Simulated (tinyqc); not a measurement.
Raising U: Hubbard chain of 6 sites, mean field against exact. Computed by the program tinyqc. 

one-body matrix (hopping and site energies) (eV):
```
         1        2        3        4        5        6
1   0.0000  -1.9100   0.0000   0.0000   0.0000   0.0000
2  -1.9100   0.0000  -1.9100   0.0000   0.0000   0.0000
3   0.0000  -1.9100   0.0000  -1.9100   0.0000   0.0000
4   0.0000   0.0000  -1.9100   0.0000  -1.9100   0.0000
5   0.0000   0.0000   0.0000  -1.9100   0.0000  -1.9100
6   0.0000   0.0000   0.0000   0.0000  -1.9100   0.0000
```

electrons, up and down: 3  3

Collinear unrestricted mean field (the lowest of 40 random starts) against exact diagonalisation.

Exact and mean-field results (eV):
```
U          U/t    E exact  E mean field  mean |n_up - n_down|  double occupancy, exact  first gap in the sector
0.950    0.497  -11.98865     -11.92192                 0.000                    0.227                    1.514
1.910    1.000  -10.75119     -10.48192                 0.000                    0.203                    1.356
3.820    2.000   -8.68346      -7.72982                 0.404                    0.158                    1.105
5.730    3.000   -7.09769      -5.78946                 0.673                    0.120                    0.913
7.640    4.000   -5.90680      -4.53137                 0.803                    0.090                    0.766
11.460   6.000   -4.32942      -3.11175                 0.909                    0.052                    0.565
15.280   8.000   -3.37707      -2.35744                 0.948                    0.033                    0.442
22.920  12.000   -2.32141      -1.58279                 0.977                    0.016                    0.304
38.200  20.000   -1.41625      -0.95309                 0.992                    0.006                    0.186
```

In absolute terms mean field is worst at U/t = 4.0, 1.375 eV too high: at small U it is nearly exact, and at large U it misses only exchange-scale energies. Its local moments set in at U/t = 2.0 of those listed, a broken symmetry that the exact state of a finite cluster with equal spins does not have. Relative to the exact energy its error is 0.6 % at the smallest U, 33 % at most and 33 % at the largest. The double occupancy falls from 0.227 to 0.006; at the largest U the first gap is 0.49 times the exchange scale 4t^2/U.
